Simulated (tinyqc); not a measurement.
# Capacitances against the line height

Endless row of lines of width wl, height tl and space sl between grounded planes at distance hd; e2 fills the gaps beside the lines, e1 the rest. Laplace's equation is solved on meshes of 3, 6 and 12 steps per unit u and extrapolated (Aitken), which is good to about 0.2 %. C_even (all lines at 1 V) is the capacitance Cg to the planes; C_odd (neighbours in antiphase) = Cg + 4 Cc if only nearest neighbours couple, which defines Cc; total with quiet neighbours Cg + 2 Cc. Plate values 2 eps0 e1 wl/hd and eps0 e2 tl/sl.

Inputs (values chosen for the exercise):
```
symbol  value  unit                                          meaning
e1        3.9        relative permittivity above and below the lines
e2          7                relative permittivity between the lines
wl          4     u                           line width, in units u
sl          6     u                              space between lines
hd          4     u                           distance to each plane
```

Constants: eps0 = 8.8541878128e-12 F/m. Results are converted to the units shown.

The same in every row: plate Cg (aF/um) = 69.1.

Results:

| tl (u) | Cg (aF/um) | Cc (aF/um) | Cg + 2 Cc (aF/um) | C_odd (aF/um) | plate Cc (aF/um) | share of coupling, 2 Cc/(Cg + 2 Cc) (%) |
|---|---|---|---|---|---|---|
| 2 | 149 | 20.9 | 190 | 232 | 20.7 | 21.9 |
| 6 | 156 | 60.6 | 277 | 398 | 62.0 | 43.7 |
| 8 | 156 | 81.1 | 319 | 481 | 82.6 | 50.9 |
| 12 | 157 | 122 | 401 | 646 | 124 | 61.0 |
| 16 | 157 | 164 | 484 | 811 | 165 | 67.6 |

Estimate the missing row, tl = 4 u.

Computed row:

| tl (u) | Cg (aF/um) | Cc (aF/um) | Cg + 2 Cc (aF/um) | C_odd (aF/um) | plate Cc (aF/um) | share of coupling, 2 Cc/(Cg + 2 Cc) (%) |
|---|---|---|---|---|---|---|
| 4 | 154 | 40.3 | 235 | 315 | 41.3 | 34.3 |

With this row back in the table: As tl goes from 2 to 16, Cg rises from 149 to 157 aF/um, Cc rises from 20.9 to 164 aF/um and the share of coupling rises from 21.9 to 67.6 %. Cg is 2.15 times its plate value in the first row and 2.27 times in the last; for Cc the ratios are 1.01 and 0.990. Neighbours in antiphase raise the load by a factor of 1.22 and 1.68 over quiet ones.

Numbers from tinyqc (`OMP_NUM_THREADS=1 python tinyqc.py 2790108 2790109 out.jsonl`; about 0.5 s on one thread of a shared Intel Xeon 2.30GHz).
